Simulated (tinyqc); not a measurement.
Worked calculation: Hubbard chain of 3 sites. One step of it, computed by the program tinyqc.

Question. The many-body Hamiltonian. Basis: all placements (u, d, 2, 0 on each site), up operators ordered before down ones; hops carry the sign of the same-spin electrons passed.

one-body matrix (hopping and site energies) (eV), order 1, 2, 3:
$$\begin{pmatrix}
0.480000 & -1.650000 & 0.000000 \\
-1.650000 & 0.280000 & -1.650000 \\
0.000000 & -1.650000 & -0.790000
\end{pmatrix}$$

U = 1.300000 eV

electrons, up and down: [1, 1]

Give: H.

Answer.

H (eV):
```
         200      ud0      u0d      du0      020      0ud      d0u      0du
200   2.2600  -1.6500   0.0000  -1.6500   0.0000   0.0000   0.0000   0.0000
ud0  -1.6500   0.7600  -1.6500   0.0000  -1.6500   0.0000   0.0000   0.0000
u0d   0.0000  -1.6500  -0.3100   0.0000   0.0000  -1.6500   0.0000   0.0000
du0  -1.6500   0.0000   0.0000   0.7600  -1.6500   0.0000  -1.6500   0.0000
020   0.0000  -1.6500   0.0000  -1.6500   1.8600  -1.6500   0.0000  -1.6500
0ud   0.0000   0.0000  -1.6500   0.0000  -1.6500  -0.5100   0.0000   0.0000
d0u   0.0000   0.0000   0.0000  -1.6500   0.0000   0.0000  -0.3100  -1.6500
0du   0.0000   0.0000   0.0000   0.0000  -1.6500   0.0000  -1.6500  -0.5100
002   0.0000   0.0000   0.0000   0.0000   0.0000  -1.6500   0.0000  -1.6500

         002
200   0.0000
ud0   0.0000
u0d   0.0000
du0   0.0000
020   0.0000
0ud  -1.6500
d0u   0.0000
0du  -1.6500
002  -0.2800
```
